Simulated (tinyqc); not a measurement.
## Interface states from two metals

Question. Schottky barriers follow phi = S (pM - chi) + (1 - S) E0, S = 1/(1 + q Ds dl/(eps0 ei)). Find S, E0 and Ds.

Values chosen for this exercise; material values close to those of gallium nitride: electron affinity chi = 4.1 eV; thickness of the interface layer dl = 0.49 nm; its relative permittivity ei = 1.6.

Constants: q = 1.602176634e-19 C, eps0 = 8.8541878128e-14 F/cm where lengths are in cm. Results are converted to the units shown.

phi for pM = 4.27 and 4.97 eV (eV): 1.6396109  1.8252471

Answer. The slope is S, and either point then gives E0.

S = 0.2652
E0 = 2.170 eV
Ds = 5.000e13 cm^-2 eV^-1

tinyqc, about 0.01 s, one thread, Intel Xeon 2.30GHz (shared host): `OMP_NUM_THREADS=1 python tinyqc.py 2430016 2430017 out.jsonl`
